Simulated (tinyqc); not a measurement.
Worked calculation: Hueckel theory of the pi electrons with the omega technique, for the molecule Fc1ccc2occc2c1 (SMILES; centres numbered as the heavy atoms are written). Computed by tinyqc, a small Python program that keeps every step. Settings: charge = 0, omega = 1.0, damping = 0.5. Command: `OMP_NUM_THREADS=1 python tinyqc.py 21200 21201 out.jsonl` (the two numbers bound the seeds that draw the settings). One thread of a shared host (Intel(R) Xeon(R) Processor @ 2.60GHz), about 0.05 s of CPU time with the checks.

## The Hueckel matrix

Centres:
```
centre  z_r, pi electrons of the neutral centre         h
1F                                            2  3.420000
2C                                            1  0.000000
3C                                            1  0.000000
4C                                            1  0.000000
5C                                            1  0.000000
6O                                            2  2.080000
7C                                            1  0.000000
8C                                            1  0.000000
9C                                            1  0.000000
10C                                           1  0.000000
```

Bonds:
```
i    j         k
1    2  0.670000
2    3         1
3    4         1
4    5         1
5    6  0.750000
6    7  0.750000
7    8         1
8    9         1
9   10         1
10   2         1
9    5         1
```

H_rr = alpha + h_r beta, H_rs = k_rs beta for bonded centres.

Hueckel matrix in units of beta (H = alpha + beta A):
```
           1F        2C        3C        4C        5C        6O        7C        8C
1F   3.420000  0.670000  0.000000  0.000000  0.000000  0.000000  0.000000  0.000000
2C   0.670000  0.000000  1.000000  0.000000  0.000000  0.000000  0.000000  0.000000
3C   0.000000  1.000000  0.000000  1.000000  0.000000  0.000000  0.000000  0.000000
4C   0.000000  0.000000  1.000000  0.000000  1.000000  0.000000  0.000000  0.000000
5C   0.000000  0.000000  0.000000  1.000000  0.000000  0.750000  0.000000  0.000000
6O   0.000000  0.000000  0.000000  0.000000  0.750000  2.080000  0.750000  0.000000
7C   0.000000  0.000000  0.000000  0.000000  0.000000  0.750000  0.000000  1.000000
8C   0.000000  0.000000  0.000000  0.000000  0.000000  0.000000  1.000000  0.000000
9C   0.000000  0.000000  0.000000  0.000000  1.000000  0.000000  0.000000  1.000000
10C  0.000000  1.000000  0.000000  0.000000  0.000000  0.000000  0.000000  0.000000

           9C       10C
1F   0.000000  0.000000
2C   0.000000  1.000000
3C   0.000000  0.000000
4C   0.000000  0.000000
5C   1.000000  0.000000
6O   0.000000  0.000000
7C   0.000000  0.000000
8C   1.000000  0.000000
9C   0.000000  1.000000
10C  1.000000  0.000000
```

## Orbitals, round 1

pi electrons, sum of z_r less the charge = 12

Diagonalise; E = alpha + x beta with beta < 0, so the largest x are filled first; degenerate levels share their electrons. P = sum n_i c_ri c_si; each orbital has its largest coefficient positive (the first on a tie).

x values: 3.572225  2.713735  1.875158  1.350063  0.856326  0.627965  -0.793384  -1.097055  -1.450514  -2.154518

occupations: 2.000000  2.000000  2.000000  2.000000  2.000000  2.000000  0.000000  0.000000  0.000000  0.000000

coefficients:
```
          MO1        MO2        MO3        MO4        MO5        MO6        MO7        MO8
1F   0.969699  -0.056464   0.152429   0.064409  -0.138390  -0.007625   0.003054  -0.079831
2C   0.220317   0.059521  -0.351462  -0.198988   0.529534   0.031776  -0.019207   0.538210
3C   0.068293   0.083907  -0.343465  -0.462968   0.135783   0.390452  -0.404164  -0.144322
4C   0.023643   0.168180  -0.292589  -0.426048  -0.413260   0.213414   0.339865  -0.379881
5C   0.016165   0.372490  -0.205186  -0.112224  -0.489668  -0.256436   0.134521   0.561072
6O   0.010443   0.785180   0.452856  -0.171381   0.229399  -0.150959  -0.179566  -0.170909
7C   0.004612   0.290972   0.081501   0.279021   0.115388   0.548699   0.553429   0.162910
8C   0.008645   0.200736  -0.186816   0.505232  -0.073240   0.457783  -0.304407  -0.050540
9C   0.026269   0.253773  -0.431809   0.403074  -0.178105  -0.261228  -0.311917  -0.107465
10C  0.069029   0.115447  -0.417709   0.151168   0.410392  -0.365389   0.417356  -0.392637

           MO9       MO10
1F   -0.043027  -0.040848
2C    0.312784   0.339863
3C   -0.450562  -0.312913
4C    0.340762   0.334313
5C   -0.043718  -0.407371
6O    0.096938   0.051672
7C   -0.412601   0.115632
8C    0.525781  -0.287885
9C   -0.350051   0.504621
10C   0.025692  -0.391960
```

charge and bond-order matrix P:
```
            1F         2C         3C         4C         5C         6O         7C         8C
1F    1.980196   0.140731  -0.084911  -0.006092   0.051717  -0.013627  -0.003430   0.015517
2C    0.140731   0.993240   0.634378  -0.018445  -0.294532   0.081308   0.025412  -0.090521
3C   -0.084911   0.634378   1.029804   0.681363  -0.023652  -0.074790   0.194936   0.032979
4C   -0.006092  -0.018445   0.681363   1.024597   0.637018  -0.108408  -0.048526   0.002671
5C    0.051717  -0.294532  -0.023652   0.637018   0.998479   0.290670  -0.273570  -0.049968
6O   -0.013627   0.081308  -0.074790  -0.108408   0.290670   1.852959   0.322483  -0.198783
7C   -0.003430   0.025412   0.194936  -0.048526  -0.273570   0.322483   0.967133   0.853855
8C    0.015517  -0.090521   0.032979   0.002671  -0.049968  -0.198783   0.853855   1.090918
9C   -0.004151  -0.020327  -0.282785   0.031536   0.585039  -0.133036  -0.025302   0.457884
10C  -0.095049   0.689028   0.001882  -0.337435   0.011210   0.051201  -0.222177  -0.038291

            9C        10C
1F   -0.004151  -0.095049
2C   -0.020327   0.689028
3C   -0.282785   0.001882
4C    0.031536  -0.337435
5C    0.585039   0.011210
6O   -0.133036   0.051201
7C   -0.025302  -0.222177
8C    0.457884  -0.038291
9C    1.027961   0.589541
10C   0.589541   1.034714
```

## Omega technique, round 1

h_r = h_r(0) + omega q_r, omega = 1, with q_r = z_r - P_rr; 0.5 of the old diagonal is kept.

matrix after round 1:
```
           1F        2C         3C         4C        5C        6O        7C         8C
1F   3.429902  0.670000   0.000000   0.000000  0.000000  0.000000  0.000000   0.000000
2C   0.670000  0.003380   1.000000   0.000000  0.000000  0.000000  0.000000   0.000000
3C   0.000000  1.000000  -0.014902   1.000000  0.000000  0.000000  0.000000   0.000000
4C   0.000000  0.000000   1.000000  -0.012298  1.000000  0.000000  0.000000   0.000000
5C   0.000000  0.000000   0.000000   1.000000  0.000760  0.750000  0.000000   0.000000
6O   0.000000  0.000000   0.000000   0.000000  0.750000  2.153521  0.750000   0.000000
7C   0.000000  0.000000   0.000000   0.000000  0.000000  0.750000  0.016434   1.000000
8C   0.000000  0.000000   0.000000   0.000000  0.000000  0.000000  1.000000  -0.045459
9C   0.000000  0.000000   0.000000   0.000000  1.000000  0.000000  0.000000   1.000000
10C  0.000000  1.000000   0.000000   0.000000  0.000000  0.000000  0.000000   0.000000

            9C        10C
1F    0.000000   0.000000
2C    0.000000   1.000000
3C    0.000000   0.000000
4C    0.000000   0.000000
5C    1.000000   0.000000
6O    0.000000   0.000000
7C    0.000000   0.000000
8C    1.000000   0.000000
9C   -0.013981   1.000000
10C   1.000000  -0.017357
```

## Orbitals, round 2

As before.

x values: 3.581541  2.758631  1.879986  1.334015  0.855630  0.619260  -0.798559  -1.098419  -1.465588  -2.166498

occupations: 2.000000  2.000000  2.000000  2.000000  2.000000  2.000000  0.000000  0.000000  0.000000  0.000000

coefficients:
```
          MO1        MO2        MO3        MO4        MO5        MO6        MO7        MO8
1F   0.970021  -0.052284  -0.152076   0.064700  -0.138524  -0.006087   0.001466  -0.079434
2C   0.219542   0.052383   0.351799  -0.202393   0.532237   0.025534  -0.009254   0.536866
3C   0.067498   0.075798   0.344070  -0.463478   0.138783   0.386665  -0.406737  -0.136999
4C   0.023211   0.157844   0.300175  -0.422801  -0.411422   0.219674   0.327997  -0.388425
5C   0.015920   0.361577   0.223946  -0.105744  -0.495867  -0.247928   0.148847   0.558876
6O   0.010784   0.805652  -0.427517  -0.165851   0.218538  -0.151911  -0.177937  -0.163790
7C   0.004613   0.288434  -0.068026   0.286965   0.117683   0.558690   0.551531   0.151304
8C   0.008359   0.186704   0.193869   0.502488  -0.065144   0.450726  -0.316041  -0.045839
9C   0.025705   0.235100   0.441309   0.406204  -0.176384  -0.259084  -0.313520  -0.103037
10C  0.068145   0.103561   0.418010   0.150818   0.407627  -0.366861   0.413176  -0.401299

           MO9       MO10
1F   -0.043017  -0.040298
2C    0.314312   0.336602
3C   -0.454934  -0.310747
4C    0.345654   0.332000
5C   -0.047402  -0.404447
6O    0.093448   0.049742
7C   -0.403531   0.117933
8C    0.527955  -0.294746
9C   -0.346233   0.507235
10C   0.022042  -0.392639
```

charge and bond-order matrix P:
```
            1F         2C         3C         4C         5C         6O         7C         8C
1F    1.980428   0.139488  -0.084757  -0.006174   0.051676  -0.013450  -0.002793   0.015311
2C    0.139488   0.999192   0.634751  -0.017655  -0.295256   0.080343   0.022023  -0.090090
3C   -0.084757   0.634751   1.024534   0.681225  -0.020277  -0.073685   0.196249   0.027535
4C   -0.006174  -0.017655   0.681225   1.023686   0.637843  -0.108145  -0.043603   0.002442
5C    0.051676  -0.295256  -0.020277   0.637843   0.999356   0.285142  -0.276169  -0.043046
6O   -0.013450   0.080343  -0.073685  -0.108145   0.285142   1.860609   0.309526  -0.196837
7C   -0.002793   0.022023   0.196249  -0.043603  -0.276169   0.309526   0.992351   0.858097
8C    0.015311  -0.090090   0.027535   0.002442  -0.043046  -0.196837   0.858097   1.064811
9C   -0.004357  -0.018991  -0.283056   0.028173   0.585978  -0.131078  -0.022058   0.456984
10C  -0.094714   0.689006   0.002185  -0.337316   0.010040   0.050522  -0.223923  -0.030361

            9C        10C
1F   -0.004357  -0.094714
2C   -0.018991   0.689006
3C   -0.283056   0.002185
4C    0.028173  -0.337316
5C    0.585978   0.010040
6O   -0.131078   0.050522
7C   -0.022058  -0.223923
8C    0.456984  -0.030361
9C    1.027848   0.589964
10C   0.589964   1.027186
```

## Omega technique, round 2

As before.

matrix after round 2:
```
           1F        2C         3C         4C        5C        6O        7C         8C
1F   3.434737  0.670000   0.000000   0.000000  0.000000  0.000000  0.000000   0.000000
2C   0.670000  0.002094   1.000000   0.000000  0.000000  0.000000  0.000000   0.000000
3C   0.000000  1.000000  -0.019718   1.000000  0.000000  0.000000  0.000000   0.000000
4C   0.000000  0.000000   1.000000  -0.017992  1.000000  0.000000  0.000000   0.000000
5C   0.000000  0.000000   0.000000   1.000000  0.000702  0.750000  0.000000   0.000000
6O   0.000000  0.000000   0.000000   0.000000  0.750000  2.186456  0.750000   0.000000
7C   0.000000  0.000000   0.000000   0.000000  0.000000  0.750000  0.012041   1.000000
8C   0.000000  0.000000   0.000000   0.000000  0.000000  0.000000  1.000000  -0.055135
9C   0.000000  0.000000   0.000000   0.000000  1.000000  0.000000  0.000000   1.000000
10C  0.000000  1.000000   0.000000   0.000000  0.000000  0.000000  0.000000   0.000000

            9C        10C
1F    0.000000   0.000000
2C    0.000000   1.000000
3C    0.000000   0.000000
4C    0.000000   0.000000
5C    1.000000   0.000000
6O    0.000000   0.000000
7C    0.000000   0.000000
8C    1.000000   0.000000
9C   -0.020914   1.000000
10C   1.000000  -0.022272
```

## Convergence

Each round sets h_r = h_r(0) + omega (z_r - P_rr), keeping the share named as damping of the old diagonal; repeat until output and input diagonals agree to 1e-6.

Rounds:
```
round    sum n x  largest |h(out) - h(in)|
1      21.990944                  1.47e-01
2      22.058128                  6.59e-02
3      22.090114                  2.99e-02
4      22.104941                  1.36e-02
5      22.111802                  6.20e-03
6      22.114978                  2.83e-03
7      22.116449                  1.29e-03
8      22.117131                  5.89e-04
9      22.117448                  2.69e-04
10     22.117595                  1.23e-04
11     22.117663                  5.62e-05
12     22.117695                  2.57e-05
13     22.117710                  1.17e-05
14     22.117717                  5.35e-06
15     22.117720                  2.45e-06
16     22.117722                  1.12e-06
17     22.117723                  5.10e-07
```

Converged in 17 rounds.

## Energy, charges, bond orders

final x values: 3.590249  2.796032  1.883758  1.325046  0.853182  0.610593  -0.806367  -1.101964  -1.475638  -2.174891

occupations: 2.000000  2.000000  2.000000  2.000000  2.000000  2.000000  0.000000  0.000000  0.000000  0.000000

final P:
```
            1F         2C         3C         4C         5C         6O         7C         8C
1F    1.980566   0.138917  -0.084587  -0.006275   0.051623  -0.013233  -0.002488   0.015086
2C    0.138917   1.000291   0.635211  -0.016783  -0.296001   0.079207   0.020450  -0.089235
3C   -0.084587   0.635211   1.023835   0.680764  -0.019730  -0.071927   0.196750   0.026650
4C   -0.006275  -0.016783   0.680764   1.022081   0.638902  -0.107394  -0.041715   0.001531
5C    0.051623  -0.296001  -0.019730   0.638902   1.001356   0.279687  -0.276970  -0.041576
6O   -0.013233   0.079207  -0.071927  -0.107394   0.279687   1.866111   0.303094  -0.193468
7C   -0.002488   0.020450   0.196750  -0.041715  -0.276970   0.303094   0.993188   0.859995
8C    0.015086  -0.089235   0.026650   0.001531  -0.041576  -0.193468   0.859995   1.060620
9C   -0.004499  -0.018005  -0.283475   0.026848   0.586825  -0.129324  -0.019678   0.455889
10C  -0.094360   0.688717   0.001392  -0.336985   0.010075   0.049507  -0.224768  -0.028929

            9C        10C
1F   -0.004499  -0.094360
2C   -0.018005   0.688717
3C   -0.283475   0.001392
4C    0.026848  -0.336985
5C    0.586825   0.010075
6O   -0.129324   0.049507
7C   -0.019678  -0.224768
8C    0.455889  -0.028929
9C    1.025709   0.590428
10C   0.590428   1.026243
```

E = sum n x; q_r = z_r - P_rr; bond order p = P_rs; free valence = sqrt(3) - sum of p over the bonds of the atom.

pi energy = 12 alpha + this times beta = 22.117723

pi charges: 1F 0.019434, 2C -0.000291, 3C -0.023835, 4C -0.022081, 5C -0.001356, 6O 0.133889, 7C 0.006812, 8C -0.060620, 9C -0.025709, 10C -0.026243

Bond orders and lengths from R = 1.517 - 0.180 p (angstrom, C-C alone):
```
bond         p         R
1-2   0.138917         -
2-3   0.635211  1.402662
3-4   0.680764  1.394462
4-5   0.638902  1.401998
5-6   0.279687         -
6-7   0.303094         -
7-8   0.859995  1.362201
8-9   0.455889  1.434940
9-10  0.590428  1.410723
10-2  0.688717  1.393031
9-5   0.586825  1.411371
```

free valence of the carbons: 2C 0.269205, 3C 0.416075, 4C 0.412384, 5C 0.226636, 7C 0.568962, 8C 0.416166, 9C 0.098908, 10C 0.452906

gap between the highest filled and the next level = 1.416960 |beta|
